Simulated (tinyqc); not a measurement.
Short-channel transistor, virtual-source model with series resistance: two steps of the calculation.

The current per gate width is the charge at the top of the source barrier (the virtual source) times its velocity times a saturation function; al and be are fitting constants of the model. Units: I in uA/um, Rs in ohm um, so I Rs = 1e-6 I Rs in volts; Q in uC/cm^2, so I = 1e-4 Q vx0 Fsat with vx0 in cm/s.

Inputs (values chosen for the exercise):
```
symbol   value        unit                                                         meaning
T          400           K                                                     temperature
Cinv      1.53     uF/cm^2                                           inversion capacitance
vx0     3.78e7        cm/s                                  velocity at the virtual source
mu         810  cm^2/(V s)                                               apparent mobility
L          130          nm                                                  channel length
VT0      0.313           V                                 threshold at zero drain voltage
dl       0.058         V/V                                  drain-induced barrier lowering
n0        1.41                                                         subthreshold factor
nd        0.05         1/V                                  growth of n with drain voltage
al         3.5              threshold shift (in units of Vt) from weak to strong inversion
be           2                                                     sharpness of saturation
Rs          70      ohm um                               series resistance of each contact
Vgs       0.43           V                                                    gate voltage
Vds        0.7           V                                                   drain voltage
```

Constants: q = 1.602176634e-19 C, kB = 1.380649e-23 J/K, Vt = kB T/q. Results are converted to the units shown.

Task 1. Current through the series resistance. Intrinsic voltages Vg' = Vgs - I Rs, Vd' = Vds - 2 I Rs. n = n0 + nd Vd', VT = VT0 - dl Vd', Ff = 1/(1 + exp((Vg' - VT + al Vt/2)/(al Vt))), Q = Cinv n Vt ln(1 + exp((Vg' - VT + al Vt Ff)/(n Vt))), Vdsat = (vx0 L/mu)(1 - Ff) + Vt Ff, Fsat = u/(1 + u^be)^(1/be) with u = Vd'/Vdsat, and I(out) = Q vx0 Fsat per width. (Fsat takes the sign of u.) I(new) = I(out).

I after iteration 1 = 814.21107 uA/um

Wanted: Vg'; Vd'; VT; Ff; Q; Vdsat; Fsat; I(out); I after iteration 2.

Result 1.

Vg' = 0.3730 V
Vd' = 0.5860 V
VT = 0.2790 V
Ff = 0.2177
Q = 0.1904 uC/cm^2
Vdsat = 0.4821 V
Fsat = 0.7723
I(out) = 555.9 uA/um
I after iteration 2 = 555.9 uA/um

Task 2. What the series resistance costs. n = n0 + nd Vd', VT = VT0 - dl Vd', Ff = 1/(1 + exp((Vg' - VT + al Vt/2)/(al Vt))), Q = Cinv n Vt ln(1 + exp((Vg' - VT + al Vt Ff)/(n Vt))), Vdsat = (vx0 L/mu)(1 - Ff) + Vt Ff, Fsat = u/(1 + u^be)^(1/be) with u = Vd'/Vdsat, and I = Q vx0 Fsat per width. I0 is the current for Rs = 0. Effective velocity I/Q; transit time L Q/I.

converged I = 615.11396 uA/um
I0 = 814.21107 uA/um

Wanted: loss against I0; effective velocity; transit time.

Result 2.

loss against I0 = 24.453 %
effective velocity = 2.9444e7 cm/s
transit time = 0.44151 ps

The carriers leave the virtual source at 77.9 % of vx0.

Computed by the program tinyqc: `OMP_NUM_THREADS=1 python tinyqc.py 2380091 2380092 out.jsonl`, one thread of a shared Intel Xeon 2.30GHz, about 0.01 s for the whole run.
